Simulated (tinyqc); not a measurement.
Trench capacitor in an array: capacitance, non-linearity, leakage and relaxation: two steps of the calculation.

A film between two metal electrodes, each interface adding a series capacitance ci. The small-signal permittivity is ek (1 + aq E^2); the field is found with the linear permittivity. Leakage J = J0 sinh(E/Ef). After a voltage step the film passes a relaxation current kr C V tt^(-nr), tt being the time in seconds. The sidewall is a coaxial capacitor with radii a = dm/2 - t and b = dm/2, depth AR dm; the end face is left out.

Parameters, values chosen for the exercise; permittivity of the order of that of zirconium oxide: relative permittivity of the film ek = 38; film thickness t = 8.1 nm; capacitance of each electrode interface (dead layer and screening) ci = 1000 uF/cm^2; quadratic field coefficient of the permittivity aq = 0.0077 cm^2/MV^2; bias V = 1.5 V; leakage prefactor J0 = 9e-11 A/cm^2; field for an e-fold rise of the leakage Ef = 0.19 MV/cm; diameter of the hole dm = 90 nm; aspect ratio, depth over diameter AR = 50; pitch of the square array pt = 180 nm; resistivity of the inner electrode rho = 370 uohm cm.

Constants: eps0 = 8.8541878128e-14 F/cm where lengths are in cm. Results are converted to the units shown.

Task 1. Planar capacitance, field and non-linearity. Planar film: Cf = eps0 ek/t, 1/C = 1/Cf + 2/ci, EOT = 3.9 eps0/C, effective permittivity C t/eps0, E = (V/t) C/Cf; quadratic coefficient [C(V)/C - 1]/V^2 with Cf (1 + aq E^2) in C(V).

Give: Cf; C; EOT; effective permittivity; E; quadratic coefficient; J.

Result 1.

Cf = 4.1538 uF/cm^2
C = 4.1196 uF/cm^2
EOT = 0.83822 nm
effective permittivity = 37.687
E = 1.8366 MV/cm
quadratic coefficient = 11446 ppm/V^2
J = 7.0995e-7 A/cm^2

The interfaces take 0.824 % of the voltage.

Task 2. Cell capacitance, fields and time constant. Per length 1/c = ln(b/a)/(2 pi eps0 ek) + (1/a + 1/b)/(2 pi ci); cell capacitance c AR dm; per footprint over pt^2; fields c V/(2 pi eps0 ek r) at r = a and b; resistance of the inner electrode rho AR dm/(pi a^2); time constant R C/3 of the distributed line.

Give: a; b; cell capacitance; capacitance per footprint; field at a; field at b; R; R C/3.

Result 2.

a = 36.900 nm
b = 45.000 nm
cell capacitance = 47.540 fF
capacitance per footprint = 146.73 uF/cm^2
field at a = 2.0314 MV/cm
field at b = 1.6657 MV/cm
R = 3.8923 kohm
R C/3 = 61.680 ps

The array gives 35.6 times the planar capacitance per footprint; curvature makes the field at the inner electrode 1.11 times the planar value.

Numbers from tinyqc (`OMP_NUM_THREADS=1 python tinyqc.py 2102157 2102158 out.jsonl`; about 0.01 s on one thread of a shared Intel Xeon 2.30GHz).
